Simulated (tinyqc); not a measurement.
Longitudinal sound in a periodic multilayer: transfer matrices, stop bands and folded phonons: one step, computed by the program tinyqc.

Layers 1 and 2 repeat with period d = d_1 + d_2; waves travel normal to the layers, without loss. State vector (u, s): displacement u and stress divided by omega. Impedances Z = rho v are in 1e6 kg/(m^2 s).

Problem. Impedances, mean velocity and Bragg frequency. Z = rho v; interface reflection r = (Z_2 - Z_1)/(Z_2 + Z_1) (stress amplitude, from 1 into 2); Bragg frequency f_B = 1/[2 (d_1/v_1 + d_2/v_2)]; long-wave velocity v_eff = d/sqrt[(d_1/v_1)^2 + (d_2/v_2)^2 + (Z_1/Z_2 + Z_2/Z_1)(d_1/v_1)(d_2/v_2)].

Inputs (values chosen for the exercise, modelled on gallium arsenide (layer 1), aluminium arsenide (layer 2) and gallium arsenide (substrate)):
```
quantity            value    unit
density rho_1        5.42  g/cm^3
velocity v_1         4810     m/s
thickness d_1         445      nm
density rho_2         3.8  g/cm^3
velocity v_2         5680     m/s
thickness d_2         531      nm
substrate density    5.25  g/cm^3
substrate velocity   4670     m/s
```

Give: Z_1; Z_2; Z of the substrate; interface reflection r; Bragg frequency f_B; long-wave velocity v_eff.

Solution.

Z_1 = 26.0702

Z_2 = 21.584

Z of the substrate = 24.5175

interface reflection r = -0.094141

Bragg frequency f_B = 2.6882 GHz

long-wave velocity v_eff = 5224.0 m/s
